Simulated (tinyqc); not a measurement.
Hydrogen passivation of interface dangling bonds: competing passivation and dissociation with distributed barriers. Changing the spread sigma_f. Computed by tinyqc, a small Python program. Command: `OMP_NUM_THREADS=1 python tinyqc.py 3024993 3024994 out.jsonl passiv sweep`. One thread of a shared host (Intel(R) Xeon(R) Processor @ 2.30GHz), about 0.08 s of CPU time with the checks.

P_b + H2 gives P_bH + H at the rate k_f [H2]; P_bH gives P_b + H at the rate k_d. All defects start unpassivated. E_f and E_d are Gaussian and independent.

Inputs (values chosen for the exercise, close to those used for P_b centres at the silicon-oxide interface): defect density N0 = 1.5e+12 1/cm^2; passivation prefactor k_f0 = 6.9e-07 cm^3/s; mean passivation barrier E_f = 1.6 eV; dissociation prefactor k_d0 = 1.8e+12 1/s; mean dissociation barrier E_d = 2.84 eV; spread sigma_d = 0.1 eV; H2 in the oxide per atm, solubility factor = 5.4e+17 1/(cm^3 atm); hydrogen pressure p = 0.1 atm; anneal temperature T = 550 C; anneal time t = 3800 s; oxide thickness = 13 nm.

Constants: k_B = 8.617333262e-05 eV/K; e = 1.602176634e-19 C; eps_0 = 8.8541878128e-12 F/m.

Method:
- [H2] = solubility factor x p; a = k_f0 [H2] exp(-E_f/(k_B T)), d = k_d0 exp(-E_d/(k_B T)). For one pair of barriers the active share is y = [d + a exp(-(a + d) t)]/(a + d).
- Temperatures in kelvin are T(C) + 273.15.
- Average y over both Gaussians with 40 x 40 Gauss-Hermite points.
- Active density N0 y; threshold shift if each active defect holds one charge, e N0 y t_ox/(3.9 eps_0).
- Minimise the averaged y over T between 150 and 900 C: find where ln y is equal at T - 0.05 and T + 0.05 C; T is rounded to 0.1 C.

One run for each value:
```
spread sigma_f (eV)  active share y  best temperature (C)  least active share
0.005                    3.3474e-06                 356.7          3.2835e-08
0.020                    3.4745e-06                 373.0          5.8125e-08
0.040                    3.9144e-06                 402.2          1.6214e-07
0.060                    4.7750e-06                 431.9          4.6324e-07
0.080                    6.3062e-06                 460.1          1.2796e-06
0.130                    1.7954e-05                 521.4          1.3484e-05
0.160                    4.8914e-05                 550.8          4.8897e-05
```

Give the missing row, spread sigma_f (eV) = 0.100.

Computed row:
```
spread sigma_f (eV)  active share y  best temperature (C)  least active share
0.100                    9.0157e-06                 486.4          3.3855e-06
```

Interpolating between the two neighbouring rows (the first column on a logarithmic scale, the others too where they are positive) misses most in active share y, by 13 %. Over the rows, active share y rises from 3.35e-6 to 4.89e-5 (exponent d ln y / d ln x 0.027 between the first rows and 4.8 between the last); best temperature (C) rises from 357 to 551 (exponent d ln y / d ln x 0.032 between the first rows and 0.26 between the last); least active share rises from 3.28e-8 to 4.89e-5 (exponent d ln y / d ln x 0.41 between the first rows and 6.2 between the last). The hardest defects set the temperature needed, and a hotter anneal has a higher dissociation floor.

Caution (all rows): densities below a few 1e9 per cm^2 are formal: other defects set the floor in real interfaces. Caution (all rows): a least active share below 1e-3 is a property of the model; measured passivation levels off well above it. Caution (all rows): atomic hydrogen, which both passivates and depassivates, and further passivation during cooling are left out.

Extremes, crossings and ranges named in words are read from the listed rows.
